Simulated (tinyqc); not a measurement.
Graded p-n junction, non-linear Poisson equation by Newton steps: course of the Newton iteration.

One dimension, p side on the left, n side on the right; net doping C = (Nd - Na)/2 + ((Nd + Na)/2) tanh(x/Lg). The potential psi is counted from the intrinsic level, and the quasi-Fermi potentials are flat: 0 for holes and -V for electrons, so n = ni exp((psi + V)/Vt) and p = ni exp(-psi/Vt) (Boltzmann statistics, full ionisation, no current). Under reverse bias this makes the minority densities vanishingly small everywhere; they play no part in the charge.

a_i = eps0 eps_r/h_i for the interval from node i to i + 1, with h_i = x_(i+1) - x_i in cm.

Start: A straight line in x from psi_p = -Vt ln(Na/ni) at the first node to psi_n = Vt ln(Nd/ni) - V at the last.

n_i = ni exp((psi_i + V)/Vt), p_i = ni exp(-psi_i/Vt), rho_i = p_i - n_i + C_i, g_i = (n_i + p_i)/Vt. Box widths w_i = (h_(i-1) + h_i)/2 in cm. Residual F_i = a_i (psi_(i+1) - psi_i) - a_(i-1) (psi_i - psi_(i-1)) + q rho_i w_i; Jacobian: a_(i-1) and a_i beside the diagonal, b_i = -a_(i-1) - a_i - q g_i w_i on it. The two end nodes are fixed.

Solve the tridiagonal system a_(i-1) d_(i-1) + b_i d_i + a_i d_(i+1) = -F_i for nodes 1 to 11, with d = 0 on fixed nodes. If the largest |d| exceeds 4 Vt, the whole step is scaled down so that it equals 4 Vt.

Stop when the largest undamped |d| is below 1e-9 V, or after 80 iterations.

Inputs (values chosen for the exercise); band and dielectric values those of a made-up semiconductor: temperature T = 350 K; band gap Eg = 1.07 eV; relative permittivity eps_r = 10.1; conduction-band density of states at T Nc = 6.04e17 cm^-3; valence-band density of states at T Nv = 1.06e19 cm^-3; acceptor density of the p side Na = 5.8e16 cm^-3; donor density of the n side Nd = 1.9e18 cm^-3; bias of the p side against the n side V = -7.5 V; grading length Lg = 490 nm.

Constants: q = 1.602176634e-19 C, kB = 1.380649e-23 J/K, Vt = kB T/q, eps0 = 8.8541878128e-14 F/cm where lengths are in cm. Results are converted to the units shown.

```
node  x (nm)  net doping C (cm^-3)
0      -4390           -5.80000e16
1      -3080           -5.79932e16
2      -2060           -5.75634e16
3      -1270           -4.70820e16
4       -661            6.55378e16
5       -185            5.67993e17
6        185            1.27401e18
7        605            1.74721e18
8       1080            1.87644e18
9       1620            1.89737e18
10      2230            1.89978e18
11      2930            1.89999e18
12      3710            1.90000e18
```

ni = 5.00623e10 cm^-3

Course of the iteration:
```
iteration  largest |F| (C/cm^2)  largest |d| (V)  at node
1                       2.25e-5           1.34e4        8
2                       2.25e-5           1.34e4        8
3                       2.25e-5           1.34e4        8
4                       2.25e-5           1.34e4        8
5                       2.25e-5           1.34e4        8
6                       2.25e-5           1.34e4        8
7                       2.25e-5           1.34e4        8
8                       2.25e-5           1.31e4        8
9                       2.25e-5           1.20e4        7
...                         ...              ...      ...
72                      2.00e-5             12.7        3
73                      1.98e-5             12.6        3
74                      1.96e-5             12.5        3
75                      1.94e-5             12.4        3
76                      1.92e-5             12.2        3
77                      1.90e-5             12.1        3
78                      1.88e-5             12.0        3
79                      1.86e-5             12.1        3
80                      1.84e-5             13.9        3
```

Did this iteration meet its convergence test, and what does its course show?

No. Not converged within 80 iterations. Every late step is cut to 4 Vt = 0.121 V while the full step still asks for 13.9 V: the cap is too tight for the distance left. A rerun with logarithmic damping (each d replaced by sign(d) Vt ln(1 + |d|/Vt)) from the same start converges in 60 iterations.

Range of the model: The donor density exceeds a fifth of the band density of states, where Boltzmann statistics begin to fail.

Computed by the program tinyqc: `OMP_NUM_THREADS=1 python tinyqc.py 2000025 2000026 out.jsonl`, one thread of a shared Intel Xeon 2.30GHz, about 0.1 s for the whole run.
